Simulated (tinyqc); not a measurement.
What moves the results: eight-band Kane k.p model. A value that a table varies takes the place of the one given here.

Eight-band Kane model, basis S, X, Y, Z times spin, zero of energy at the top of the unstrained valence band, c = hbar^2/2m0. Within each spin: H_SS = Eg + A c k^2, H_SX = i P kx (likewise Y, Z), H_XX = -Dso/3 + L kx^2 + M (ky^2 + kz^2), H_XY = N kx ky, and cyclic. Spin-orbit term (Dso/3) L.sigma on X, Y, Z with (L_k)_ij = -i epsilon_kij: <X+|H|Y+> = -i Dso/3, <X+|H|Z-> = Dso/3, <Y+|H|Z-> = -i Dso/3, <Z+|H|X-> = -Dso/3, <Z+|H|Y-> = i Dso/3, <X-|H|Y-> = i Dso/3, and their conjugates; + and - are the spin along z. Terms from inversion asymmetry are left out, so every level is twofold.

P = sqrt(Ep c); A = 1/me - Ep (Eg + 2 Dso/3)/(Eg (Eg + Dso)) keeps the electron mass; g1' = g1 - Ep/(3 Eg), g2' = g2 - Ep/(6 Eg), g3' = g3 - Ep/(6 Eg) remove the coupling to S that the Luttinger values already hold; L = -c (g1' + 4 g2'), M = -c (g1' - 2 g2'), N = -6 c g3'.

Constants: hbar^2/2m0 = 3.80998211 eV angstrom^2.

Inputs chosen for the exercise (near those of CdTe; the results hold for these values, not for the real material): Eg = 1.684 eV (gap at Gamma to the s-like level); Dso = 0.952 eV (spin-orbit splitting); Ep = 19.3 eV (Kane energy); me = 0.0989 m0 (electron mass at Gamma); g1 = 5.38 (Luttinger gamma1); g2 = 1.69 (gamma2); g3 = 1.99 (gamma3); kmax = 0.08 1/angstrom (end of the path).

## Non-parabolicity of the conduction band

Unstrained, along [001], six points up to kmax. Parabolic: E = c k^2/me. Two-band form: E (1 + alpha E) = c k^2/me with alpha = (1 - me)^2/Eg. The column alpha(k) solves that form for alpha with the eight-band energy. Energies from the conduction edge.

Energies:
```
|k| (1/angstrom)  parabolic (eV)  two-band (eV)  eight-band (eV)  alpha(k) (1/eV)  parabolic / eight-band
0.0133                    0.0068         0.0068           0.0068            0.579                   1.004
0.0267                    0.0274         0.0270           0.0270            0.579                   1.016
0.0400                    0.0616         0.0599           0.0596            0.580                   1.035
0.0533                    0.1096         0.1043           0.1034            0.580                   1.060
0.0667                    0.1712         0.1590           0.1569            0.581                   1.091
0.0800                    0.2466         0.2226           0.2187            0.581                   1.127
```

alpha = 0.482 1/eV

How do the results move?

At the last point the parabola lies a factor 1.13 above the eight-band value, and the two-band form 3.9 meV above it. The parabola stays within 5 % up to |k| = 0.0400 1/angstrom of the points listed. alpha(k) goes from 0.579 to 0.581 1/eV, a spread of 0.4 % over this range; the simple rule gives 0.482, 17 % below the first value, as it knows neither Dso nor the remote terms.

## Four, six or eight bands for the holes

Unstrained, along [110]. Six bands: the X, Y, Z block alone with the full g1, g2, g3 in L, M, N. Four bands: the same with Dso sent to infinity. HH, LH and SO name the pairs from the top.

Valence levels (eV):
```
|k| (1/angstrom)     HH 4     HH 6     HH 8     LH 4     LH 6     LH 8     SO 6     SO 8
0.0133            -0.0010  -0.0010  -0.0010  -0.0062  -0.0062  -0.0062  -0.9557  -0.9547
0.0267            -0.0042  -0.0042  -0.0042  -0.0250  -0.0247  -0.0245  -0.9668  -0.9629
0.0400            -0.0094  -0.0094  -0.0094  -0.0562  -0.0550  -0.0537  -0.9860  -0.9767
0.0533            -0.0167  -0.0167  -0.0167  -0.0999  -0.0962  -0.0922  -1.0141  -0.9964
0.0667            -0.0261  -0.0260  -0.0260  -0.1561  -0.1468  -0.1383  -1.0525  -1.0223
0.0800            -0.0376  -0.0374  -0.0374  -0.2248  -0.2051  -0.1901  -1.1031  -1.0547
```

What does this show?

At |k| = 0.0800 the heavy holes of the three models span 0.2 meV and the light holes 34.7 meV. The split-off band moves the light hole by +19.7 meV and treating the conduction band exactly moves it by +15.0 meV more; the split-off band matters more here, where the four-band light-hole energy is 0.24 times Dso and 0.13 times Eg.

## What each parameter does

Unstrained; levels at |k| = kmax along [001], all derived values formed anew. Each row changes one parameter from the base and keeps the others.

Results:
```
case             conduction (eV)  heavy hole (eV)  light hole (eV)  split-off (eV)
base                      1.9027          -0.0488          -0.1832         -1.0521
Eg = 1.8524 eV            2.0731          -0.0488          -0.1844         -1.0578
Dso = 1.0472 eV           1.9030          -0.0488          -0.1841         -1.1446
Ep = 21.23 eV             1.9031          -0.0488          -0.1837         -1.0486
me = 0.1088 m0            1.8824          -0.0488          -0.1848         -1.0527
g1 = 4.842                1.9040          -0.0356          -0.1710         -1.0393
g2 = 1.521                1.9042          -0.0570          -0.1780         -1.0506
g3 = 2.189                1.9027          -0.0488          -0.1832         -1.0521
```

How do the results move?

The largest shifts from the base row, up to three for each result and ties (the steps differ in size, so this ranks the rows, not the parameters). conduction (eV): Eg +0.1704, me -0.0203, g2 +0.0015; unchanged at the printed digits by g3. heavy hole (eV): g1 +0.0131, g2 -0.0082; unchanged at the printed digits by Eg, Dso, Ep, me and g3. light hole (eV): g1 +0.0122, g2 +0.0052, me -0.0016; unchanged at the printed digits by g3. split-off (eV): Dso -0.0925, g1 +0.0128, Eg -0.0057; unchanged at the printed digits by g3.

Program tinyqc; command `OMP_NUM_THREADS=1 python tinyqc.py 1080918 1080919 out.jsonl`; about 0.01 s on one thread of a shared Intel(R) Xeon(R) Processor @ 2.30GHz.
